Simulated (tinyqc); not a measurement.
Spin curve: spin coating of a resist or spin-on film: centrifugal thinning, evaporation and the final thickness (Emslie and Meyerhofer models). Computed by tinyqc, a small Python program. Command: `OMP_NUM_THREADS=1 python tinyqc.py 3114263 3114264 out.jsonl spincoat walk`. One thread of a shared host (Intel(R) Xeon(R) Processor @ 2.30GHz), about 0.08 s of CPU time with the checks.

A Newtonian film stays uniform over the wafer; solvent and solids have the same density and the concentration is uniform through the thickness.

Inputs (values chosen for the exercise, of the order of those of a polymer resist in an ester solvent):
```
quantity                                 value          unit
solids volume fraction c0                 0.26             -
kinematic viscosity of the solvent nu_s    1.2        mm^2/s
viscosity constant k                      1700        mm^2/s
viscosity exponent gamma                   2.7             -
spin speed f                              1500           rpm
evaporation rate at 1000 rpm e0           0.24  micrometre/s
starting thickness h0                      700    micrometre
wafer radius R                             150            mm
```

Method:
- omega = 2 pi f/60; nu(c) = nu_s + k c^gamma; evaporation rate e = e0 sqrt(f/1000 rpm).
- Flow constant K = 2 omega^2/(3 nu(c0)); Reynolds number of the air omega R^2/nu_air with nu_air = 15 mm^2/s.
- Meyerhofer estimate: flow rules until (1 - c0) K h^3 = e, then evaporation alone: h_w = (e/((1 - c0) K))^(1/3), dry film c0 h_w.
- Full model for solids s and liquid l per area, h = s + l, c = s/h: ds/dt = -c Q, dl/dt = -(1 - c) Q - e, Q = 2 omega^2 h^3/(3 nu(c)); integrated adaptively (relative tolerance 1e-9) until l = 0.

dry film, estimate = 2691.87 nm

Dry film against speed:
```
f (rpm)  full model (nm)  estimate (nm)  time to dry (s)
500               5209.3         4662.5           101.39
1000              3683.6         3296.9            50.70
1500              3007.6         2691.9            33.80
2000              2604.7         2331.2            25.35
3000              2126.7         1903.4            16.90
4000              1841.8         1648.4            12.68
6000              1503.8         1345.9             8.45
```

The full thickness goes as f^-0.500; the estimate as (e/omega^2)^(1/3) = f^(-1/2). The time to dry goes as f^-1.00. A thickness window of 1 % allows a speed error of about 2 %.
